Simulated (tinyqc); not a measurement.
## On-chip interconnect, size-dependent resistivity and RC delay: course in time

A rectangular line between two neighbours and two ground planes. Surface and grain-boundary scattering are added to the bulk resistivity as corrections; capacitances are parallel-plate values without fringing; inductance is ignored.

5 equal pi sections: series Rs = r Lw/5; node capacitances c Lw/5, halved at nodes 0 and 5, with Cl added to node 5; Rd feeds node 0. Elmore delay of node k: the sum, over the resistors on the path to k, of resistance times all capacitance downstream of it.

A 1 V step is applied behind Rd at t = 0. C dv/dt = -G v + b, with G the conductance matrix of the ladder (1/Rs between neighbours, 1/Rd added at node 0) and b = (1 V/Rd, 0, ...). Backward Euler step: (C/dt + G) v(new) = (C/dt) v + b. The last column solves the same ladder exactly by its modes.

Values chosen for this exercise:
- Rd = 5600 ohm (driver resistance)
- dt = 26 ps (time step)

Rs = 1752.18 ohm

| node | C (fF) |
|---|---|
| 0 | 2.42888 |
| 1 | 4.85776 |
| 2 | 4.85776 |
| 3 | 4.85776 |
| 4 | 4.85776 |
| 5 | 2.69888 |

Voltages (V):

| t (ps) | node 0 | node 2 | node 5 | node 5, exact |
|---|---|---|---|---|
| 26.00 | 0.3461 | 0.1151 | 0.0398 | 0.0198 |
| 52.00 | 0.4720 | 0.2251 | 0.1091 | 0.1002 |
| 78.00 | 0.5466 | 0.3166 | 0.1898 | 0.1953 |
| 104.0 | 0.6020 | 0.3938 | 0.2706 | 0.2852 |
| 130.0 | 0.6474 | 0.4607 | 0.3465 | 0.3661 |
| 156.0 | 0.6864 | 0.5194 | 0.4158 | 0.4382 |
| 182.0 | 0.7206 | 0.5714 | 0.4783 | 0.5020 |
| 208.0 | 0.7509 | 0.6177 | 0.5343 | 0.5587 |
| 234.0 | 0.7778 | 0.6590 | 0.5844 | 0.6089 |
| 260.0 | 0.8018 | 0.6957 | 0.6292 | 0.6534 |
| 286.0 | 0.8231 | 0.7285 | 0.6691 | 0.6928 |
| 312.0 | 0.8422 | 0.7578 | 0.7048 | 0.7278 |

What does the table show?

The far end of the ladder reaches 0.5 V at 181.1 ps, 0.735 of its Elmore delay (ln 2 = 0.693 for a single pole); the slowest mode has a time constant of 215.3 ps. The largest error of the backward Euler steps at that node is 24 mV.

Range of the model: The metal width is under the mean free path, where the thick-limit surface term and the simple sum of corrections lose accuracy.

Computed by the program tinyqc: `OMP_NUM_THREADS=1 python tinyqc.py 2100157 2100158 out.jsonl`, one thread of a shared Intel Xeon 2.30GHz, about 0.01 s for the whole run.
